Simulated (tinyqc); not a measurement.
Kinetic Monte Carlo and master equation for a particle on a ring of sites with traps and bias: one step, computed by the program tinyqc.

7 sites on a ring, numbered 1 to 7. The saddle between i and i+1 lies at E0 + s b_i and site i at s eps_i; a force F tilts the landscape, with the saddle half-way.

Task: Closed form at zero force. At zero force D0 = a^2 nu exp(-E0/(k_B T)) / [<exp(-s eps/(k_B T))> <exp(s b/(k_B T))>], with means over the ring; Einstein relation v = D0 F/(k_B T); 1 angstrom = 1e-8 cm.

Inputs (values chosen for the exercise, for a model defect):

| quantity | value | unit |
|---|---|---|
| reference barrier E0 | 0.74 | eV |
| scale factor s of the disorder | 1 | - |
| attempt frequency nu | 3.4 | THz |
| temperature T | 790 | K |
| site spacing a | 2 | angstrom |
| force F along the ring | 0.045 | eV/angstrom |

Disorder: random barriers.

site energies eps_i (eV): 0  0  0  0  0  0  0

saddle shifts b_i between sites i and i+1 (eV): -0.022  -0.095  0.05  0.017  -0.043  0.08  0.075

Constants: k_B = 8.617333262e-05 eV/K.

Give: zero-force diffusivity D0; D0 over the value without disorder; Einstein drift.

Result:

zero-force diffusivity D0 = 1.6284e-08 cm^2/s

D0 over the value without disorder = 0.62954

Einstein drift = 1.0764 cm/s
